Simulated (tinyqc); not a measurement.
# Reverse leakage of an n+-p junction: diffusion, generation, trap-assisted and band-to-band tunnelling: leakage components against the trap level above the intrinsic level

One-sided abrupt junction in the depletion approximation, x from the junction (0) to W on the p side, field F = F0 (1 - x/W). Flat quasi-Fermi levels, long p side. Traps generate through SRH with both lifetimes shortened by 1 + Gamma (Hurkx enhancement, form for moderate fields); band-to-band generation is local and needs a total bending above Eg.

ni = sqrt(Nc Nv) exp(-Eg/(2 Vt)), Eg in volts; Vbi = Vt ln(Na Nd/ni^2); W = sqrt(2 eps0 eps_r (Vbi + VR)/(q Na)); F0 = 2 (Vbi + VR)/W; FG = sqrt(24 mt m0 (kB T)^3)/(q hbar); J_diff = q ni^2 sqrt(Dn/tau)(1 - exp(-VR/Vt))/Na. u = (Vbi + VR)(1 - x/W)^2, p = Na exp(-u/Vt), n = Nd exp((u - Vbi - VR)/Vt); G0 = ni^2 (1 - exp(-VR/Vt))/(tau (n + p + 2 ni cosh(Et/Vt))); Gamma = 2 sqrt(3 pi)(F/FG) exp((F/FG)^2); trap-assisted part G0 Gamma; G_bb = Ab F^2.5 exp(-Bb/F) with F in V/cm, zero unless Vbi + VR > Eg. Currents are q times the integrals over 0 to W; J_bb under 1e-8 of J is printed as 0; rows with F0/FG above 2.2, beyond the range of this Gamma, are left out.

Parameters, values chosen for the exercise; band and dielectric values close to those of silicon: temperature T = 350 K; band gap Eg = 1.13 eV; relative permittivity eps_r = 11.6; conduction-band density of states at T Nc = 3.52e19 cm^-3; valence-band density of states at T Nv = 3.4e19 cm^-3; acceptor density of the lighter side Na = 2.4e16 cm^-3; donor density of the heavier side Nd = 1e19 cm^-3; SRH lifetime of both carriers at zero field tau = 3e-9 s; tunnelling mass mt = 0.26 m0; electron diffusion coefficient on the lighter side Dn = 9.4 cm^2/s; band-to-band prefactor Ab = 6.6e14 cm^-0.5 V^-2.5 s^-1; band-to-band field constant Bb = 2.01e7 V/cm; reverse bias VR = 1.9 V.

Constants: q = 1.602176634e-19 C, kB = 1.380649e-23 J/K, hbar = 1.054571817e-34 J s, m0 = 9.1093837015e-31 kg, Vt = kB T/q, eps0 = 8.8541878128e-14 F/cm where lengths are in cm. Results are converted to the units shown.

The same in every row: F0 (kV/cm) = 144; F0/FG = 0.304; J_diff (A/cm^2) = 2.39e-8; J_bb (A/cm^2) = 0.

Leakage components against the trap level above the intrinsic level:

| Et (eV) | J_SRH (A/cm^2) | J_TAT (A/cm^2) | J (A/cm^2) | largest part |
|---|---|---|---|---|
| -0.3 | 2.10e-8 | 2.18e-8 | 6.68e-8 | diffusion |
| -0.2 | 4.90e-7 | 5.55e-7 | 1.07e-6 | trap-assisted tunnelling |
| -0.1 | 1.18e-5 | 1.39e-5 | 2.57e-5 | trap-assisted tunnelling |
| 0 | 1.46e-4 | 1.78e-4 | 3.24e-4 | trap-assisted tunnelling |
| 0.1 | 1.18e-5 | 1.39e-5 | 2.57e-5 | trap-assisted tunnelling |
| 0.2 | 4.90e-7 | 5.55e-7 | 1.07e-6 | trap-assisted tunnelling |
| 0.3 | 2.10e-8 | 2.18e-8 | 6.68e-8 | diffusion |

J goes from 6.68e-8 through a maximum of 3.24e-4 (at Et = 0 among the rows listed) to 6.68e-8 A/cm^2. Diffusion leads at Et = -0.3, trap-assisted tunnelling from -0.2, diffusion from 0.3 on.

Computed by the program tinyqc: `OMP_NUM_THREADS=1 python tinyqc.py 2290055 2290056 out.jsonl`, one thread of a shared Intel Xeon 2.30GHz, about 0.01 s for the whole run.
